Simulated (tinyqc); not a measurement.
Inside a calculation. Model: resistance of a tapered via with liner, size effect and interface.

Numbers from tinyqc (`OMP_NUM_THREADS=1 python tinyqc.py 2750072 2750073 out.jsonl`; about 0.01 s on one thread of a shared Intel Xeon 2.30GHz). Printed values are rounded.

A round via whose diameter grows from db at the bottom as D(z) = db + 2 z/tan(ang). The fill, of diameter D - 2 tl, starts above the bottom liner (thickness fb tl) and has rho = rho0 (1 + ks lam/(D - 2 tl)); the sidewall liner conducts in parallel with it. The bottom liner and the interface are crossed over the full area pi db^2/4. Spreading in the lines above and below is left out.

Inputs (values chosen for the exercise); fill metal close to molybdenum:
```
symbol,value,unit,meaning
db,25,nm,diameter at the bottom
hv,93,nm,height
ang,87,degrees,sidewall angle
rho0,5.26,uohm cm,bulk resistivity of the fill
lam,11.2,nm,mean free path of the fill
ks,1.5,,size-effect factor
tl,0,nm,liner on the sidewall
fb,1,,liner at the bottom over that on the sidewall
rl,220,uohm cm,resistivity of the liner
ri,8.6e-13,ohm cm^2,interface resistivity at the bottom
Sb,1.3e15,S/m^2,"ballistic conductance per area, about 3/(4 rho0 lam)"
```

## Slices of the via

Slices between z0 = fb tl and hv, evaluated at their midpoints: conductance per length pi/4 [(D - 2 tl)^2/rho + (D^2 - (D - 2 tl)^2)/rl], slice resistance = slice height over that. 9 slices.

```
slice    z (nm)    D (nm)  rho (uohm cm)  slice resistance (ohm)
0      5.166667  25.54155       8.719775                1.758577
1          15.5  26.62464       8.579031                1.592287
2      25.83333  27.70774       8.449290                1.448000
3      36.16667  28.79083       8.329311                1.322060
4          46.5  29.87392       8.218031                1.211529
5      56.83333  30.95702       8.114539                1.114028
6      67.16667  32.04011       8.018043                1.027616
7          77.5  33.12321       7.927858               0.9506960
8      87.83333  34.20630       7.843384               0.8819457
```

## Total resistance

R_fill = sum of the slices; R_bottom = rl fb tl/(pi db^2/4); R_interface = ri/(pi db^2/4); ballistic (Sharvin) limit 1/(Sb pi (db - 2 tl)^2/4); ideal cylinder rho0 hv/(pi db^2/4).

parts (ohm): fill 11.30674, bottom liner 0, interface 0.1751978
R = 11.48194 ohm
shares (%): fill 98.47414, bottom liner 0.00000, interface 1.52586
ballistic limit = 1.567064 ohm
ideal cylinder = 9.965493 ohm

The fill is the largest part, and R is 1.15 times the ideal cylinder. With 2000 slices R = 11.487 ohm.
